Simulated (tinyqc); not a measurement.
Charge control and current of a heterostructure field-effect transistor: one step, computed by the program tinyqc. Command: `OMP_NUM_THREADS=1 python tinyqc.py 3021464 3021465 out.jsonl hemt walk`. One thread of a shared host (Intel(R) Xeon(R) Processor @ 2.30GHz), about 0.01 s of CPU time with the checks.

Two subbands in a triangular well; E_F is counted from the conduction band edge of the channel at the interface.

Task: Levels and gate capacitance. Charge control: n_s = C_b (V_G - V_T - E_F/e)/e. Well: mean field F = e n_s/(2 eps eps_0), E_i = (hbar^2/2m)^(1/3) [(3 pi e F/2)(i + 3/4)]^(2/3), i = 0, 1; n_s = D k_B T sum_i ln(1 + exp((E_F - E_i)/k_B T)), D = m/(pi hbar^2), which is solved in closed form for E_F. C_g = e dn_s/dV_G = 1/(1/C_b + 1/C_q), 1/C_q = d(E_F/e)/d(e n_s) by a central difference of +/- 0.1 % in n_s; added distance dd = eps eps_0/C_q.

Inputs (values chosen for the exercise, modelled on AlGaN/GaN):
```
quantity                                value  unit
channel mass m                            0.2   m_0
permittivity eps (barrier and channel)   9.56     -
conduction band offset dE_c              0.34    eV
temperature T                             400     K
```

Charge source: polarisation. Velocity law: two-piece.

sheet density n_s = 8.907364e+12 1/cm^2

barrier capacitance C_b = 0.4030764 microfarad/cm^2

Constants: k_B = 8.617333262e-05 eV/K; e = 1.602176634e-19 C; eps_0 = 8.8541878128e-12 F/m; hbar = 1.054571817e-34 J s; m_0 = 9.1093837015e-31 kg; k_B = 1.380649e-23 J/K.

Give: E_0; E_1; E_F; share in the second subband; gate capacitance C_g; added distance dd.

Result:

E_0 = 256.7 meV

E_1 = 451.5 meV

E_F = 359.3 meV

share in the second subband = 2.151 %

gate capacitance C_g = 0.3731 microfarad/cm^2

added distance dd = 1.686 nm

C_g is 93 % of C_b: the finite density of states and the rise of E_0 act as 1.7 nm of extra barrier. Caution: E_F lies above the conduction band minimum of the barrier, so electrons would spill into the barrier.
